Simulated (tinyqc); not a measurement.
The 3-omega method: a line heater on a substrate with a thin film: one step, computed by the program tinyqc.

A current at angular frequency omega = 2 pi f heats the line at 2 omega with the amplitude P per length; the temperature swing Delta T at 2 omega gives a voltage at 3 omega. The substrate is taken as semi-infinite and isotropic, and the heat capacity of heater and film is left out.

Problem. Conductivity from the slope. Delta T_s = (P/(pi kappa)) int_0^infinity (sin x/x)^2 / sqrt(x^2 + (q b)^2) dx with (q b)^2 = i |q b|^2, averaged over the heater width (12 Gauss-Legendre points on each of the pieces 0, 14 log-spaced edges from 1e-5 to 1, and multiples of pi to 40 pi; the tail adds 1/(4 (40 pi)^2)). Take the in-phase swing at f and at 2f; in the narrow-line limit kappa = P ln 2/(2 pi [Delta T(f) - Delta T(2f)]), whatever the film and the heater width.

Inputs (values chosen for the exercise, modelled on amorphous silicon on gallium oxide):
```
quantity                      value           unit
substrate conductivity kappa   21.7        W/(m K)
substrate heat capacity C      3.22  1e6 J/(m^3 K)
heater half-width b              15     micrometre
power amplitude per length P    5.4            W/m
current frequency f             350             Hz
```

in-phase Delta T_s = 0.1505311 K

Give: in-phase Delta T_s at 2f; kappa from the slope; error of the slope method.

Solution.

in-phase Delta T_s at 2f = 0.1244 K

kappa from the slope = 22.84 W/(m K)

error of the slope method = 5.247 %
